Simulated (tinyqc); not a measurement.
Two-sublattice mean-field magnet: ferrimagnet, compensation points and susceptibility: one step, computed by the program tinyqc. Command: `OMP_NUM_THREADS=1 python tinyqc.py 3026585 3026586 out.jsonl ferri walk`. One thread of a shared host (Intel(R) Xeon(R) Processor @ 2.30GHz), about 0.01 s of CPU time with the checks.

A random alloy A(1-x)B(x) with H = -sum over pairs J S_i.S_j. a = <S_A> and b = <S_B> are taken along z, a > 0. Exchange fields: h_A = (1 - x) zJ_AA a + x zJ_AB b, h_B = (1 - x) zJ_AB a + x zJ_BB b; a = S_A B_(S_A)(S_A h_A/(k_B T)) and likewise for b, with the Brillouin function B_S(y) = [(2S + 1)/(2S)] coth[(2S + 1) y/(2S)] - [1/(2S)] coth[y/(2S)].

Problem. First step. Start from a = S_A, b = -S_B and apply the equations once.

Inputs (values chosen for the exercise, for a model ferrimagnet):

| quantity | value | unit |
|---|---|---|
| spin S_A | 2.5 | - |
| spin S_B | 1.5 | - |
| fraction x of B sites | 0.14 | - |
| z J_AA | 9.93 | meV |
| z J_BB | 1.2 | meV |
| z J_AB | -4.1 | meV |

T = 222.2761 K

Constants: k_B = 8.617333262e-05 eV/K.

Give: h_A; h_B; new a; new b.

Solution.

h_A = 22.2105 meV

h_B = -9.067 meV

new a = 2.049

new b = -0.5571
